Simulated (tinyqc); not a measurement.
What moves the results: free-carrier optics of a doped semiconductor (Drude model with one polar phonon). A value that a table varies takes the place of the one given here.

eps(E) = ei [1 - Ep^2/(E^2 + i E Gam)] + (es - ei) wT^2/(wT^2 - E^2 - i E gT), with Ep^2 = 8 pi c (e^2/(4 pi eps0)) N/(m ei), c = hbar^2/2m0, N in 1/angstrom^3 (1e-24 per 1/cm^3); Gam = hbar/tau, tau = mu m m0/e with m0/e = 5.685630e-12 kg/C and mu in m^2/(V s). Energies in meV.

n + i k = sqrt(eps1 + i eps2) with k >= 0; R = ((n - 1)^2 + k^2)/((n + 1)^2 + k^2) at normal incidence from vacuum; alpha = 2 E k/(hbar c), times 1e8 for 1/cm; loss function Im(-1/eps) = eps2/(eps1^2 + eps2^2).

Constants: hbar^2/2m0 = 3.80998211 eV angstrom^2; e^2/(4 pi eps0) = 14.39964547 eV angstrom; hbar = 6.58211957e-16 eV s; hbar c = 1973.269805 eV angstrom.

Values chosen for the exercise (mass and dielectric values near those of SiC; N and mu are free inputs; interband absorption and the rise of the mass with filling are left out; not measured data): m = 0.381 m0 (conductivity mass); ei = 6.55 (high-frequency dielectric constant); wT = 99.4 meV (TO phonon); es = 9.72 (static dielectric constant); N = 3.2e+18 1/cm^3 (carrier density); mu = 84 cm^2/(V s) (mobility); gT = 0.5 meV (phonon damping); E = 46.3 meV (photon energy).

## The coupled modes against doping

L-, L+ solve E^4 - (wL^2 + Ep^2) E^2 + Ep^2 wT^2 = 0, wL = wT sqrt(es/ei); damping left out; energies in meV.

Modes:
```
N (1/cm^3)      Ep     L-      L+  Ep sqrt(ei/es)
8.0e+17      21.02  17.17  121.69           17.26
3.0e+18      40.71  32.78  123.47           33.42
8.0e+18      66.48  51.57  128.15           54.58
2.0e+19     105.12  73.25  142.64           86.29
3.0e+19     128.75  81.64  156.76          105.69
5.0e+19     166.21  89.16  185.31          136.44
1.0e+20     235.06  94.63  246.90          192.96
3.0e+20     407.13  97.91  413.32          334.21
8.0e+20     664.84  98.85  668.51          545.77
```

wL = 121.09 meV

What does this show, and why?

At low density L- follows Ep sqrt(ei/es) (17.17 against 17.26), a plasmon screened by the lattice, and L+ starts at wL. At the highest density L- has come within 0.55 meV of wT, since the carriers screen the field that lifts wL, and L+ is within 3.67 meV of Ep. The branches are closest, 69.39 meV, at 2e+19 1/cm^3 of those listed. The mass is held fixed, while in a real band it rises with filling.

## Reflectance across the plasma edge

Spectrum:
```
E (meV)   eps1   eps2      R  alpha (1/cm)
4.2       0.99  75.21  0.721      2.59e+03
12.6      1.88  22.66  0.544      4.12e+03
21.0      3.25  11.41  0.401      4.42e+03
29.4      4.69   6.56  0.284      3.87e+03
35.7      5.71   4.55  0.239      3.23e+03
42.0      6.64   3.26  0.226      2.62e+03
46.3      7.24   2.63  0.228      2.26e+03
52.6      8.11   1.97  0.239      1.83e+03
63.1      9.67   1.28  0.266      1.32e+03
84.1     16.32   0.76  0.364           803
126.1     0.68   0.25  0.014      1.89e+03
210.2     5.38   0.05  0.158           214
```

What does this show, and why?

Ep = 42.0 meV and Gam = 36.2 meV. R is 0.721 at the lowest energy and lowest, 0.014, at 126.1 meV of those listed; without damping and phonon it would vanish at Ep sqrt(ei/(ei - 1)) = 45.7 meV. At the highest energy R is 0.158, against 0.192 for ei alone. Between the last two rows alpha goes as E^-4.27, where the Drude limit far above Ep and Gam is E^-2; Gam and the phonon term both still act in these rows. The phonon adds its own band of high reflectance between wT = 99.4 meV and about wL = 121.1 meV, which the rows may miss. The lowest R listed is the dip just above wL, not the plasma minimum.

## Free-carrier absorption and index change in the near infrared

At the wavelengths listed E = hc/lambda (hc = 1239.841984 eV nm). Approximate forms: alpha = ei Ep^2 Gam/(E^2 sqrt(ei) hbar c) and dn = -sqrt(ei) Ep^2/(2 E^2). The phonon term is left out here.

Free carriers:
```
lambda (micrometre)  E (meV)  alpha (1/cm)  alpha, approximate        dn  dn, approximate
1.31                   946.4          9.26                9.26  -0.00252         -0.00253
1.55                   799.9          13.0                13.0  -0.00353         -0.00354
2.00                   619.9          21.6                21.6  -0.00587         -0.00589
3.00                   413.3          48.4                48.6   -0.0132          -0.0132
5.00                   248.0           134                 135   -0.0363          -0.0368
8.00                   155.0           340                 345   -0.0909          -0.0942
10.60                  117.0           589                 606    -0.155           -0.165
```

What does this show, and why?

At 1.55 micrometre alpha = 13 1/cm and dn = -0.00353; a phase shift of pi needs a length lambda/(2 |dn|) = 219 micrometre, over which the loss is 1.23 dB. The approximate alpha is within 5 % up to 10.6 micrometre of the wavelengths listed; it needs photon energies well above both Ep and Gam, which lie at 29.5 and 34.3 micrometre. Interband and intervalley absorption are left out.

## What moves the optical constants

At the energy E. Each row changes one parameter from the base and keeps the others.

Results:
```
case                  Ep (meV)  Gam (meV)       R  alpha (1/cm)
base                     42.05      36.17  0.2285      2.26e+03
N = 4.8e+18 1/cm^3       51.50      36.17  0.2222      3.72e+03
m = 0.4572 m0            38.38      30.14  0.2259      1.76e+03
mu = 50.4 cm^2/(V s)     42.05      60.29  0.2548      2.07e+03
ei = 6.88                41.03      36.17  0.2266      2.27e+03
E = 55.6 meV             42.05      36.17  0.2461      1.66e+03
```

How do the results move?

The largest shifts from the base row, up to three for each result and ties (the steps differ in size, so this ranks the rows, not the parameters). Ep (meV): N +9.45, m -3.66, ei -1.02; unchanged at the printed digits by mu and E. Gam (meV): mu +24.12, m -6.03; unchanged at the printed digits by N, ei and E. R: mu +0.0263, E +0.0176, N -0.0063. alpha (1/cm): N +1.46e+03, E -598, m -495.

(tinyqc, `OMP_NUM_THREADS=1 python tinyqc.py 1681772 1681773 out.jsonl`, Intel(R) Xeon(R) Processor @ 2.30GHz, 1 thread, shared host, about 0.01 s.)
